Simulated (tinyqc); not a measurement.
Worked calculation: Hueckel theory of the pi electrons with the omega technique, for the molecule [CH2+]c1ccccc1 (SMILES; centres numbered as the heavy atoms are written). One step of it, computed by the program tinyqc.

Problem. Omega technique, round 2. h_r = h_r(0) + omega q_r, omega = 0.6, with q_r = z_r - P_rr; 0.3 of the old diagonal is kept.

Hueckel matrix in units of beta (H = alpha + beta A), order 1C, 2C, 3C, 4C, 5C, 6C, 7C:
$$\begin{pmatrix}
0.000000 & 1.000000 & 0.000000 & 0.000000 & 0.000000 & 0.000000 & 0.000000 \\
1.000000 & 0.000000 & 1.000000 & 0.000000 & 0.000000 & 0.000000 & 1.000000 \\
0.000000 & 1.000000 & 0.000000 & 1.000000 & 0.000000 & 0.000000 & 0.000000 \\
0.000000 & 0.000000 & 1.000000 & 0.000000 & 1.000000 & 0.000000 & 0.000000 \\
0.000000 & 0.000000 & 0.000000 & 1.000000 & 0.000000 & 1.000000 & 0.000000 \\
0.000000 & 0.000000 & 0.000000 & 0.000000 & 1.000000 & 0.000000 & 1.000000 \\
0.000000 & 1.000000 & 0.000000 & 0.000000 & 0.000000 & 1.000000 & 0.000000
\end{pmatrix}$$

charge and bond-order matrix P, order 1C, 2C, 3C, 4C, 5C, 6C, 7C:
$$\begin{pmatrix}
0.522291 & 0.679628 & 0.297132 & -0.128145 & -0.316990 & -0.128145 & 0.297132 \\
0.679628 & 0.953444 & 0.498000 & 0.010897 & -0.199232 & 0.010897 & 0.498000 \\
0.297132 & 0.498000 & 0.863538 & 0.713231 & 0.163415 & -0.286319 & -0.166449 \\
-0.128145 & 0.010897 & 0.713231 & 0.973262 & 0.626145 & 0.003249 & -0.286319 \\
-0.316990 & -0.199232 & 0.163415 & 0.626145 & 0.850664 & 0.626145 & 0.163415 \\
-0.128145 & 0.010897 & -0.286319 & 0.003249 & 0.626145 & 0.973262 & 0.713231 \\
0.297132 & 0.498000 & -0.166449 & -0.286319 & 0.163415 & 0.713231 & 0.863538
\end{pmatrix}$$

Centres:
```
centre  z_r, pi electrons of the neutral centre         h
1C                                            1  0.000000
2C                                            1  0.000000
3C                                            1  0.000000
4C                                            1  0.000000
5C                                            1  0.000000
6C                                            1  0.000000
7C                                            1  0.000000
```

Give: matrix after round 2.

Solution.

matrix after round 2, order 1C, 2C, 3C, 4C, 5C, 6C, 7C:
$$\begin{pmatrix}
0.273 & 1.000 & 0.000 & 0.000 & 0.000 & 0.000 & 0.000 \\
1.000 & 0.020 & 1.000 & 0.000 & 0.000 & 0.000 & 1.000 \\
0.000 & 1.000 & 0.075 & 1.000 & 0.000 & 0.000 & 0.000 \\
0.000 & 0.000 & 1.000 & 0.011 & 1.000 & 0.000 & 0.000 \\
0.000 & 0.000 & 0.000 & 1.000 & 0.081 & 1.000 & 0.000 \\
0.000 & 0.000 & 0.000 & 0.000 & 1.000 & 0.011 & 1.000 \\
0.000 & 1.000 & 0.000 & 0.000 & 0.000 & 1.000 & 0.075
\end{pmatrix}$$
